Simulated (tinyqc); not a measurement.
Channel resistance from two points of the on-state curve.

Inverse problem. In the p-i-n model Von = V1 + 2 Vt ln(J/(1 A/cm^2)) + J Rch, with V1 independent of J. Find Rch and V1.

Values chosen for this exercise: temperature T = 400 K.

Constants: q = 1.602176634e-19 C, kB = 1.380649e-23 J/K, Vt = kB T/q. Results are converted to the units shown.

Von at J = 30 and 90 A/cm^2 (V): [0.83617414, 0.94371100]

Answer. Remove the logarithmic junction term; the rest is linear in J.

Rch = 0.5300 mohm cm^2
V1 = 0.5858 V

Computed by the program tinyqc: `OMP_NUM_THREADS=1 python tinyqc.py 2590021 2590022 out.jsonl`, one thread of a shared Intel Xeon 2.30GHz, about 0.01 s for the whole run.
